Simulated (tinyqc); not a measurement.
From results back to parameters: interband optics of a two-band s-p chain from momentum matrix elements. Five cases, with inputs chosen for the exercise.

Problem. At k = 0 the chain has the gap D0 = Es - Ep_ - 2 (ts + tp), w0 = 4 a^2 V^2, and masses 2c/mc = 2 ts a^2 + 2 w0/D0, 2c/mv = 2 tp a^2 + 2 w0/D0 (c = hbar^2/2m0, mv positive for holes). The oscillator strength there is f0 = w0/(c D0). V, ts and tp are hidden.

Constants: hbar^2/2m0 = 3.80998211 eV angstrom^2.

Case 1.

Values chosen: a = 4.48 angstrom (period).
D0 = 3.6500 eV
f0 = 3.78765

mc, mv (m0): 0.143919  0.151985

Case 2.

Values chosen: a = 2.32 angstrom (period).
D0 = 3.9300 eV
f0 = 0.50052

mc, mv (m0): 1.005053  1.049769

Case 3.

Values chosen: a = 4.44 angstrom (period).
D0 = 5.9900 eV
f0 = 6.96711

mc, mv (m0): 0.122591  0.113920

Case 4.

Values chosen: a = 3.71 angstrom (period).
D0 = 2.3700 eV
f0 = 8.34657

mc, mv (m0): 0.100643  0.099557

Case 5.

Values chosen: a = 3.79 angstrom (period).
D0 = 2.4700 eV
f0 = 11.79636

mc, mv (m0): 0.071323  0.072295

Find: V; ts; tp.

Solution. w0 = f0 c D0 gives V; 1/mc - f0 = ts a^2/c and 1/mv - f0 = tp a^2/c.

Case 1.

V = 0.81 eV
ts = 0.60 eV
tp = 0.53 eV

Case 2.

V = 0.59 eV
ts = 0.35 eV
tp = 0.32 eV

Case 3.

V = 1.42 eV
ts = 0.23 eV
tp = 0.35 eV

Case 4.

V = 1.17 eV
ts = 0.44 eV
tp = 0.47 eV

Case 5.

V = 1.39 eV
ts = 0.59 eV
tp = 0.54 eV

Computed by tinyqc, one run a case: `OMP_NUM_THREADS=1 python tinyqc.py N N+1 out.jsonl` with N = 1681949, 1681980, 1681982, 1682172, 1682305; one thread of a shared Intel(R) Xeon(R) Processor @ 2.30GHz, about 0.01 s a run at most.
